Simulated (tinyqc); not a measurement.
## Resistance of a source-drain extension with a graded tip: effect of the gate overdrive

y runs along the channel, the gate covers y > 0. The doping is N0 for y < y0 and N0 10^(-(y - y0)/la) beyond, uniform over the depth xj. Sheet conductance s(y) = q mu(N) max(N - Nch, 0) xj + (for y > 0) ma Cox Vo, with mu(N) = u0 + (u1 - u0)/(1 + (N/Nr)^au) and Cox = eps0 eox/tox. Current is taken as one-dimensional; depletion of the tip, spreading and the contact are left out. The metallurgical junction lies at yj, where N = Nch.

R_spacer = integral of dy/s from -Ls to 0, R_ov from 0 to yj, R_channel = (Lg - 2 yj)/(ma Cox Vo), R_total = 2 R_spacer + 2 R_ov + R_channel. Electrical length L_eff = ma Cox dR_total/d(1/Vo); R_series = R_total - L_eff/(ma Cox Vo).

Values chosen for this exercise; mobility law close to that of electrons in silicon:
- eox = 7.63 (relative permittivity of the gate insulator (close to silicon nitride))
- tox = 4.5 nm (insulator thickness)
- N0 = 1.7e20 cm^-3 (active doping of the extension far from the gate)
- la = 2.3 nm/decade (lateral abruptness)
- y0 = 2 nm (position under the gate where the fall begins (gate edge at 0))
- xj = 21 nm (depth of the extension)
- Nch = 1.5e18 cm^-3 (channel doping)
- Ls = 22 nm (spacer length)
- ma = 210 cm^2/(V s) (mobility of the gate-induced layer)
- u1 = 1414 cm^2/(V s) (mobility at low doping)
- u0 = 68.5 cm^2/(V s) (mobility at high doping)
- Nr = 9.2e16 cm^-3 (reference doping)
- au = 0.711 (exponent)
- Lg = 30 nm (gate length)

Constants: q = 1.602176634e-19 C, eps0 = 8.8541878128e-14 F/cm where lengths are in cm. Results are converted to the units shown.

The same in every row: yj (nm) = 6.725; R_spacer (ohm um) = 5.183.

Results:
```
Vo (V)  R_ov (ohm um)  R_channel (ohm um)  R_total (ohm um)  L_eff (nm)  R_series (ohm um)
0.15            17.28               350.0             394.9       17.19              31.35
0.45            10.62               116.7             148.3       18.04              21.07
0.6             9.168               87.49             116.2       18.37              19.10
0.75            8.138               69.99             96.63       18.65              17.78
0.9             7.357               58.33             83.41       18.90              16.81
1.05            6.739               50.00             73.84       19.12              16.08
1.2             6.235               43.75             66.58       19.32              15.50
```

Estimate the missing row, Vo = 0.3 V.

Computed row:
```
Vo (V)  R_ov (ohm um)  R_channel (ohm um)  R_total (ohm um)  L_eff (nm)  R_series (ohm um)
0.3             12.88               175.0             211.1       17.66              24.36
```

With this row back in the table: As Vo goes from 0.15 to 1.2, R_total falls from 395 to 66.6 ohm um, L_eff rises from 17.2 to 19.3 nm and R_series falls from 31.4 to 15.5 ohm um. Both extracted quantities depend on the overdrive at which they are taken.

tinyqc, about 0.04 s, one thread, Intel Xeon 2.30GHz (shared host): `OMP_NUM_THREADS=1 python tinyqc.py 2282078 2282079 out.jsonl`
